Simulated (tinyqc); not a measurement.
Inside a calculation. Model: ballistic transport through the one-dimensional subbands of a rectangular nanowire or nanosheet channel. Computed by tinyqc, a small Python program that keeps every step. Command: `OMP_NUM_THREADS=1 python tinyqc.py 3016558 3016559 out.jsonl wire walk`. One thread of a shared host (Intel(R) Xeon(R) Processor @ 2.30GHz), about 0.04 s of CPU time with the checks. Intermediate numbers are printed to about 7 digits and carried at full precision; extremes and crossings named in words are read from the listed rows.

Hard walls, parabolic subbands, transport along x. Energies are counted from the bulk conduction band edge at the top of the barrier, which the gate pulls down by U; the source Fermi level lies at the bulk edge when U = 0.

Inputs (values chosen for the exercise, modelled on silicon): light mass m_t = 0.19 m_0; heavy mass m_l = 0.906 m_0; height a = 4.6 nm; width b = 7.7 nm; equivalent oxide thickness t = 1.8 nm; gate voltage above flat band V_G = 0.94 V; drain voltage V_D = 0.01 V; temperature T = 300 K; mean free path for back-scattering lambda = 160 nm; channel length L = 34 nm.

Valleys: silicon [100] wire.

Constants: hbar^2/(2 m_0) = 3.80998212 eV angstrom^2; k_B = 8.617333262e-05 eV/K; m_0 = 9.1093837015e-31 kg; k_B = 1.380649e-23 J/K; hbar = 1.054571817e-34 J s; eps_0 = 8.8541878128e-12 F/m; e = 1.602176634e-19 C; h = 6.62607015e-34 J s.

## Subbands

E_pq = (hbar^2 pi^2/2)(p^2/(m_y b^2) + q^2/(m_z a^2)); valley pairs: (m_x, m_y, m_z) = (m_t, m_t, m_l), (m_t, m_l, m_t), (m_l, m_t, m_t), each with degeneracy g = 2; the 10 lowest subbands are kept.

Subbands:
```
valley axis  p  q   E (meV)  m_x (m_0)
z            1  1   52.9947      0.190
y            1  1  100.5308      0.190
z            1  2  111.8384      0.190
y            2  1  121.5315      0.190
x            1  1  126.9106      0.906
z            2  1  153.1350      0.190
y            3  1  156.5327      0.190
y            4  1  205.5344      0.190
z            1  3  209.9112      0.190
z            2  2  211.9787      0.190
```

The second subband lies 47.5 meV, or 1.84 k_B T, above the first; the lowest belongs to the valleys with the heavy mass across the height.

## Self-consistent barrier

F_j(eta) = (1/Gamma(j + 1)) int_0^infinity x^j/(1 + exp(x - eta)) dx, F_0 = ln(1 + exp(eta)). Integrals over x = E/(k_B T) use 160 Gauss-Legendre points in u = sqrt(x) from 0 to sqrt(max(eta, 0) + 32). With degeneracy g = 2, eta_i = (U - E_i)/(k_B T) and u = e V_D/(k_B T): line density n = sum_i g sqrt(2 m_x k_B T/pi)/(2 hbar) [F_-1/2(eta_i) + F_-1/2(eta_i - u)]; gate: e n = C_ox (V_G - U/e), C_ox = 3.9 eps_0 2 (a + b)/t (flat-plate estimate); I = (2 e k_B T/h) sum_i g [F_0(eta_i) - F_0(eta_i - u)].

C_ox = 471.9282 aF/micrometre

U = 127.8141 meV

Occupation:
```
subband      eta_i  n_i (1/nm)  I_i (microampere)
1         2.894145   0.7058278           1.451603
2         1.055367   0.3914351           1.088673
3         0.617969   0.3148577           0.936378
4         0.243022   0.2536379           0.793966
5         0.034948   0.4854111           0.713738
6        -0.979454   0.1044959           0.367151
7        -1.110885   0.0936633           0.331684
8        -3.006355   0.0163343           0.061041
9        -3.175659   0.0138533           0.051856
10       -3.255631   0.0128131           0.047995
```

line density n = 2.392329 1/nm

ballistic current I = 5.844084 microampere

mean velocity I/(e n) = 0.1524702 1e7 cm/s

5 of the subbands lie below the source Fermi level; the lowest carries 25 % of the current with 30 % of the charge. The gate spends 14 % of V_G on moving the bands.

## Conductance, capacitance and scattering

Linear conductance G = (2 e^2/h) sum_i g f(eta_i), g = 2, f = 1/(1 + exp(-eta_i)), with the barrier frozen at the eta_i above; current per perimeter I/(2(a + b)); with scattering, transmission lambda/(lambda + L) and low-bias resistance (1 + L/lambda)/G.

open modes sum g f = 8.106748

ballistic conductance = 628.1183 microsiemens

current per perimeter = 237.5644 microampere/micrometre

transmission = 0.8247423

low-bias resistance with scattering = 1.930369 kiloohm

Even without scattering the wire has h/(2 e^2 M) = 1.59 kiloohm, which sits in the contacts.

## Gate sweep

Open modes are sum_i g/(1 + exp(-eta_i)). The last column is e dn/dV_G over C_ox, taken up to the next row.

Against the gate voltage:
```
V_G (V)    U (meV)      n (1/nm)  I (microampere)    open modes      C_g/C_ox
-0.250   -250.0014  4.156392e-06     1.499353e-05  2.333462e-05  6.593287e-04
-0.150   -150.0673  1.983646e-04     7.155194e-04  1.113523e-03  4.918048e-02
-0.027    -33.1165  1.801655e-02     6.457910e-02  1.001019e-01  4.819150e-01
0.100      32.6802  1.982933e-01     6.696212e-01  1.005715e+00  7.608404e-01
0.200      56.5962  4.224022e-01     1.340590e+00  1.967605e+00  8.441938e-01
0.330      76.8510  7.456616e-01     2.211104e+00  3.190143e+00  8.875311e-01
0.470      92.5966  1.111658e+00     3.115296e+00  4.444647e+00  9.122861e-01
0.630     106.6309  1.541607e+00     4.100380e+00  5.789811e+00  9.276763e-01
0.800     118.9259  2.006134e+00     5.084237e+00  7.106980e+00  9.377109e-01
1.000     131.3837  2.558548e+00     6.156045e+00  8.513209e+00             -
```

Between the first two rows the current rises one decade per 60 mV, against the limit ln(10) k_B T/e = 60 mV. Above threshold C_g/C_ox lies between 0.76 and 0.94: the quantum capacitance in series costs little, since heavy or many subbands hold the charge.

Checks made by the program: density of the lowest subband against a direct sum over k (relative difference 1e-09).
